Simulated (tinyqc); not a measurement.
Chemical-mechanical planarisation: Preston law, pattern density and step-height reduction: one step, computed by the program tinyqc.

A row of 12 cells, repeated periodically, holds raised features that cover a share rho of each cell.

Task: Effective density. The stiff pad averages the density: rho_eff(i) = sum_j w_ij rho_j / sum_j w_ij, w = exp(-2 d^2/L^2), L the planarisation length and d the distance between cell centres, summed over all periodic images of cell j.

Inputs (values chosen for the exercise, close to those used for oxide polishing): cell size = 1.2 mm; planarisation length = 2.3 mm.

local pattern densities, cell by cell: [0.2, 0.4, 0.8, 0.8, 0.4, 0.3, 0.8, 0.8, 0.2, 0.25, 0.9, 0.9]

Give: normalised weights (images included) for cells 0, 1, 2, ... apart; effective densities.

Result:

normalised weights (images included) for cells 0, 1, 2, ... apart: [0.4163, 0.2415, 0.0472, 0.0031, 0.0001, 0.0000, 0.0000]

effective densities: [0.4807, 0.4923, 0.6550, 0.6591, 0.5114, 0.4933, 0.6304, 0.6046, 0.4208, 0.4531, 0.6751, 0.6742]

Local densities span 0.2 to 0.9, effective ones 0.421 to 0.675.
